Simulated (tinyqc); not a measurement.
Current crowding under a contact, resistor ladder against the transmission-line model: one step of the calculation.

A metal contact of length d and width W on a thin layer of the same width. The metal has no resistance, the sheet resistance under it equals Rsh, and current enters the layer at the front edge x = 0.

Task. Voltages and the share of the current. Cut the contact into n cells of length hc = d/n. Neighbouring cell centres are joined by a = W/(Rsh hc), each centre joins the metal (0 V) by g = W hc/rc, and I enters cell 1 through half a cell: -a v_(i-1) + b_i v_i - a v_(i+1) = I for i = 1 and 0 otherwise, b_i = g + 2 a (g + a at both ends). Rc = v_1/I + 1/(2 a). Cell i passes g v_i to the metal.

Inputs (values chosen for the exercise): cells n = 8; current I = 1 mA.

a = 0.040816327 S
g = 0.0072916667 S
b_i, cell 1 to 8 (S): [0.048107993, 0.088924320, 0.088924320, 0.088924320, 0.088924320, 0.088924320, 0.088924320, 0.048107993]

Give: v_i; share of the current; Rc of the ladder.

Result.

```
cell  v_i (mV)  share of the current (%)
1       47.140                    34.373
2       31.061                    22.649
3       20.532                    14.971
4       13.670                     9.967
5        9.250                     6.745
6        6.483                     4.727
7        4.873                     3.553
8        4.135                     3.015
```

Rc of the ladder = 59.390 ohm

The first cell passes 34.4 % of the current and the last 3.01 %; an even spread would give 12.5 % each.

Numbers from tinyqc (`OMP_NUM_THREADS=1 python tinyqc.py 2760083 2760084 out.jsonl`; about 0.01 s on one thread of a shared Intel Xeon 2.30GHz).
